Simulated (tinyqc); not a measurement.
Metal-interlayer-semiconductor contact, depinning against tunnelling resistance: one step of the calculation.

Zero bias, n-type semiconductor. Gap states at the semiconductor surface thin out as exp(-be ti), which unpins the barrier; electrons must then cross the interlayer (a rectangular barrier, no voltage drop across it) and the parabolic depleted layer, both by WKB. Energies E are counted from the Fermi level; no image force, parabolic bands.

Task. Exponents and integrand on an energy grid. With U = phiB - xi: for xi < E < phiB, y = (E - xi)/U and G1 = (U/E00) [sqrt(1 - y) - y ln((1 + sqrt(1 - y))/sqrt(y))], G1 = 0 above phiB; G2 = 2 ti sqrt(mi max(phiB + dE - E, 0)/C), C = hbar^2/(2 m0); f = 1/(1 + exp(E/Vt)); integrand exp(-G1 - G2) f.

Values chosen for this exercise; semiconductor values close to those of silicon; interlayer mass of the order of that in titanium dioxide, offset chosen freely:
```
symbol  value  unit                                                           meaning
T         300     K                                                       temperature
ti        0.6    nm                                              interlayer thickness
dE       0.07    eV  conduction-band offset of the interlayer above the semiconductor
mi        0.3    m0                                 tunnelling mass in the interlayer
```

Constants: q = 1.602176634e-19 C, kB = 1.380649e-23 J/K, hbar = 1.054571817e-34 J s, m0 = 9.1093837015e-31 kg, Vt = kB T/q, hbar^2/(2 m0) = 0.0380998212 eV nm^2. Results are converted to the units shown.

E, point 0 to 15 (eV): 0.04  0.07533  0.11067  0.146  0.18133  0.21667  0.252  0.28733  0.32267  0.358  0.39333  0.42867  0.464  0.49933  0.53467  0.57
phiB = 0.62850822 eV
xi = 0.036958265 eV
E00 = 0.030764620 eV

Give: G1; G2; f; integrand.

Result.

```
point      G1      G2           f  integrand (1e-9)
0      18.850  2.7325     0.17548            0.0743
1      16.044  2.6582    0.051471            0.3882
2      13.913  2.5817    0.013641            0.9359
3      12.088  2.5029   0.0035138            1.6178
4      10.473  2.4216   8.9826e-4            2.2566
5       9.020  2.3374   2.2909e-4            2.6766
6       7.704  2.2501   5.8420e-5            2.7780
7       6.506  2.1592   1.4896e-5            2.5693
8       5.415  2.0643   3.7965e-6            2.1435
9       4.423  1.9649   9.6798e-7            1.6272
10      3.525  1.8602   2.4680e-7            1.1309
11      2.718  1.7492   6.2901e-8            0.7224
12      1.999  1.6306   1.6038e-8            0.4253
13      1.371  1.5028   4.0891e-9            0.2309
14      0.838  1.3630   1.0422e-9            0.1154
15      0.407  1.2071  2.6572e-10            0.0529
```

Computed by the program tinyqc: `OMP_NUM_THREADS=1 python tinyqc.py 2270054 2270055 out.jsonl`, one thread of a shared Intel Xeon 2.30GHz, about 0.03 s for the whole run.
